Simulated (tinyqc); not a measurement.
Carbon nanotube by zone folding: sweeps and comparisons. A value that a table varies takes the place of the one given here.

Circumference C = n a1 + m a2, a = sqrt3 acc; d = a sqrt(n^2 + nm + m^2)/pi; tan(theta) = sqrt3 m/(2n + m); dR = gcd(2n + m, 2m + n); T = t1 a1 + t2 a2 with t1 = (2m + n)/dR, t2 = -(2n + m)/dR, |T| = sqrt3 pi d/dR; N = 2 (n^2 + nm + m^2)/dR hexagons a cell. On cutting line mu = 0 to N - 1 at x = k|T|/(2 pi) the phases are p1 = 2 pi (-t2 mu + m x)/N, p2 = 2 pi (t1 mu - n x)/N, and E = -/+ t |1 + exp(i p1) + exp(i p2)|.

Inputs chosen for the exercise (near those used for carbon; shifted at random, so the results belong to these values and not to a real crystal): t = 2.92 eV (hopping); acc = 1.42 angstrom (bond length); tubes = ((11, 10), (8, 6), (7, 2), (11, 0), (13, 5), (12, 1), (7, 3)) (pairs (n, m)); n = 17 (chiral index); m = 16 (chiral index).

## Semiconducting tubes compared

E11 and E22 are twice the two lowest band edges; the cone gives E11 d = 2 t acc and E22/E11 = 2.

Tubes:

| (n,m) | d (angstrom) | theta (deg) | (n - m) mod 3 | E11 (eV) | E22 (eV) | E11 d/(2 t acc) | E22/E11 |
|---|---|---|---|---|---|---|---|
| (11,10) | 14.24 | 28.4 | 1 | 0.5805 | 1.1599 | 0.997 | 1.998 |
| (8,6) | 9.52 | 25.3 | 2 | 0.8728 | 1.6967 | 1.002 | 1.944 |
| (7,2) | 6.41 | 12.2 | 2 | 1.3258 | 2.3924 | 1.025 | 1.804 |
| (11,0) | 8.61 | 0.0 | 2 | 0.9880 | 1.8088 | 1.026 | 1.831 |
| (13,5) | 12.60 | 15.6 | 2 | 0.6656 | 1.2754 | 1.011 | 1.916 |
| (12,1) | 9.81 | 4.0 | 2 | 0.8642 | 1.6027 | 1.022 | 1.854 |
| (7,3) | 6.96 | 17.0 | 1 | 1.1606 | 2.4279 | 0.974 | 2.092 |

What does this show?

E11 follows 1/d first. For mod 1 the scaled E11 lies below one (0.974 to 0.997) and E22/E11 on both sides of two (1.998 to 2.092). For mod 2 the scaled E11 lies above one (1.002 to 1.026) and E22/E11 below two (1.804 to 1.944). The largest departure of the scaled E11 is that of (7,3); warping acts as cos(3 theta)/d, most for thin tubes near zigzag. Below about 8 angstrom curvature, left out of zone folding, changes the gaps further.

## Neighbouring tubes

Diameter, chiral angle and twice the lowest band edge. Each row changes one parameter from the base and keeps the others.

Results:

| case | d (angstrom) | theta (deg) | gap (eV) |
|---|---|---|---|
| base | 22.377 | 29.00 | 0.3701 |
| n = 18 | 23.065 | 28.05 | 0.3597 |
| m = 17 | 23.052 | 30.00 | 0.0000 |
| t = 3.066 eV | 22.377 | 29.00 | 0.3886 |
| acc = 1.46 angstrom | 23.008 | 29.00 | 0.3701 |

What does this show?

The largest shifts from the base row, up to three for each result and ties (the steps differ in size, so this ranks the rows, not the parameters). d (angstrom): n +0.688, m +0.675, acc +0.630; unchanged at the printed digits by t. theta (deg): m +1.00, n -0.94; unchanged at the printed digits by t and acc. gap (eV): m -0.3701, t +0.0185, n -0.0105; unchanged at the printed digits by acc. In zone folding the gap does not depend on acc at fixed (n, m); a step in n or m changes (n - m) mod 3 and closes the gap where that becomes zero.

(tinyqc, `OMP_NUM_THREADS=1 python tinyqc.py 1481622 1481623 out.jsonl`, Intel(R) Xeon(R) Processor @ 2.30GHz, 1 thread, shared host, about 0.06 s.)
